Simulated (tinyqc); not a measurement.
What moves the results: deformation-potential model of the L valleys of a conduction band. A value that a table varies takes the place of the one given here.

Valleys with axes along [111], [1-1-1], [-11-1] and [-1-11], one whole valley each. Herring-Vogt shift of a valley with unit axis a: dE = Xd tr(e) + Xu a.e.a. Non-degenerate shares n_i = exp(-dE_i/kT)/sum_j exp(-dE_j/kT). Inverse mass tensor of a valley: (1 - a a)/mt + a a/ml; the masses are taken as independent of strain.

s11 = (C11 + C12)/((C11 - C12)(C11 + 2 C12)), s12 = -C12/((C11 - C12)(C11 + 2 C12)), s44 = 1/C44; exx = s11 sxx + s12 (syy + szz) and cyclic, exy = s44 sxy/2; tension is positive. A uniaxial stress X along the unit vector n is s_ij = X n_i n_j.

Constants: kB = 8.617333262e-05 eV/K.

Parameters, chosen for this exercise (near those of Ge; the results hold for these values, not for the real material):

| symbol | value | unit | meaning |
|---|---|---|---|
| ml | 1.619 | m0 | longitudinal mass |
| mt | 0.083 | m0 | transverse mass |
| Xd | -6.16 | eV | dilation potential |
| Xu | 15.88 | eV | uniaxial potential |
| C11 | 127.5 | GPa |  |
| C12 | 48 | GPa |  |
| C44 | 66.3 | GPa |  |
| load | uniaxial [111] |  | kind of stress |
| T | 200 | K | temperature |
| X1 | 0.4 | GPa | size of the stress |
| X | 0.2 | GPa | stress |

## Sweep of a uniaxial [111] stress

m_c = 1/(u.M.u) along [1-10] with M = sum_i n_i (inverse mass tensor); gain against zero stress at a fixed scattering time.

Results:

| X (GPa) | spread (meV) | lowest edge (meV) | n [111] | n [1-1-1] | n [-11-1] | n [-1-11] | m_c (m0) | gain (%) |
|---|---|---|---|---|---|---|---|---|
| -1.50 | 159.7 | -113.9 | 1.000 | 0.000 | 0.000 | 0.000 | 0.0830 | 46.2 |
| -0.75 | 79.8 | -57.0 | 0.972 | 0.009 | 0.009 | 0.009 | 0.0840 | 44.5 |
| -0.30 | 31.9 | -22.8 | 0.680 | 0.107 | 0.107 | 0.107 | 0.0959 | 26.5 |
| 0.00 | 0.0 | 0.0 | 0.250 | 0.250 | 0.250 | 0.250 | 0.1214 | 0.0 |
| 0.30 | 31.9 | -9.1 | 0.050 | 0.317 | 0.317 | 0.317 | 0.1385 | -12.4 |
| 0.75 | 79.8 | -22.9 | 0.003 | 0.332 | 0.332 | 0.332 | 0.1432 | -15.2 |
| 1.50 | 159.7 | -45.7 | 0.000 | 0.333 | 0.333 | 0.333 | 0.1435 | -15.4 |

How do the results move?

Along [1-10] the gain is +46.2 % at -1.50 GPa and -15.4 % at 1.50 GPa. The slope at zero stress (from +/- 0.001 GPa), -71.4 % per GPa, carried to the ends would give +107 and -107 %; the response falls behind at both ends, as it saturates once the spread passes a few kT (kT = 17.2 meV, spread up to 160 meV).

## Gain for each load and current direction

Each load has the size X1. Gain m_c(0)/m_c - 1 in per cent from repopulation alone, m_c = 1/(u.M.u), M = sum_i n_i (inverse mass tensor); biaxial means sxx = syy.

Gain (%); + is tension, - compression:

| load | [100] | [010] | [001] | [110] | [1-10] | [111] |
|---|---|---|---|---|---|---|
| uniaxial [110] (+) | 0.0 | 0.0 | 0.0 | 33.7 | -33.7 | 22.5 |
| uniaxial [110] (-) | 0.0 | 0.0 | 0.0 | -33.7 | 33.7 | -22.5 |
| uniaxial [100] (+) | 0.0 | 0.0 | 0.0 | 0.0 | 0.0 | 0.0 |
| uniaxial [100] (-) | 0.0 | 0.0 | 0.0 | 0.0 | 0.0 | 0.0 |
| uniaxial [111] (+) | 0.0 | 0.0 | 0.0 | 13.7 | -13.7 | 27.5 |
| uniaxial [111] (-) | 0.0 | 0.0 | 0.0 | -33.8 | 33.8 | -67.6 |
| biaxial (001) (+) | 0.0 | 0.0 | 0.0 | 0.0 | 0.0 | 0.0 |
| biaxial (001) (-) | 0.0 | 0.0 | 0.0 | 0.0 | 0.0 | 0.0 |

What does this show, and why?

The largest gain is +33.8 %, for uniaxial [111] (-) with the current along [1-10]; for a [110] channel it is +33.7 %, under uniaxial [110] (+). No gain or loss appears under biaxial (001) and uniaxial [100]: the valleys stay equivalent.

## Temperature and repopulation

The load is fixed; m_c along [1-10] as 1/(u.M.u).

Results:

| T (K) | kT (meV) | n [111] | n [1-1-1] | n [-11-1] | n [-1-11] | m_c (m0) |
|---|---|---|---|---|---|---|
| 50 | 4.31 | 0.002 | 0.333 | 0.333 | 0.333 | 0.1433 |
| 77 | 6.64 | 0.013 | 0.329 | 0.329 | 0.329 | 0.1421 |
| 150 | 12.93 | 0.060 | 0.313 | 0.313 | 0.313 | 0.1375 |
| 225 | 19.39 | 0.100 | 0.300 | 0.300 | 0.300 | 0.1338 |
| 300 | 25.85 | 0.128 | 0.291 | 0.291 | 0.291 | 0.1313 |
| 400 | 34.47 | 0.152 | 0.283 | 0.283 | 0.283 | 0.1292 |
| 500 | 43.09 | 0.169 | 0.277 | 0.277 | 0.277 | 0.1278 |

How do the results move?

The largest share falls from 0.333 at 50 K to 0.277 at 500 K (equal shares: 0.250); m_c goes from 0.1433 to 0.1278, against 0.1214 without stress. Only spread/kT enters, so the small-stress response goes as 1/T.

## What each parameter does

Spread of the valley edges, lowest edge, largest share and m_c along [1-10]. Each row changes one parameter from the base and keeps the others.

Results:

| case | spread (meV) | lowest edge (meV) | largest share | m_c (m0) |
|---|---|---|---|---|
| base | 21.29 | -6.10 | 0.3039 | 0.1348 |
| ml = 1.943 m0 | 21.29 | -6.10 | 0.3039 | 0.1356 |
| mt = 0.1 m0 | 21.29 | -6.10 | 0.3039 | 0.1613 |
| Xd = -4.928 eV | 21.29 | -5.00 | 0.3039 | 0.1348 |
| Xu = 19.056 eV | 25.55 | -6.22 | 0.3099 | 0.1365 |
| C11 = 153 GPa | 21.29 | -6.02 | 0.3039 | 0.1348 |
| C12 = 57.6 GPa | 21.29 | -6.04 | 0.3039 | 0.1348 |
| C44 = 53.04 GPa | 26.61 | -7.43 | 0.3112 | 0.1369 |
| X = 0.24 GPa | 25.55 | -7.32 | 0.3099 | 0.1365 |
| T = 160 K | 21.29 | -6.10 | 0.3112 | 0.1369 |

What can be read from the table?

The largest shifts from the base row, up to three for each result and ties (the steps differ in size, so this ranks the rows, not the parameters). spread (meV): C44 +5.32, X +4.26, Xu +4.26; unchanged at the printed digits by ml, mt, Xd, C11, C12 and T. lowest edge (meV): C44 -1.33, X -1.22, Xd +1.10; unchanged at the printed digits by ml, mt and T. largest share: C44 +0.0073, T +0.0073, X +0.0060, Xu +0.0060; unchanged at the printed digits by ml, mt, Xd, C11 and C12. m_c (m0): mt +0.0265, C44 +0.0021, T +0.0021; unchanged at the printed digits by Xd, C11 and C12. Xd moves all valleys together, so it shifts the edge and nothing else.

Run: tinyqc, `OMP_NUM_THREADS=1 python tinyqc.py 1051438 1051439 out.jsonl`; Intel(R) Xeon(R) Processor @ 2.30GHz, one thread, shared host; about 0.03 s of CPU time with all checks.
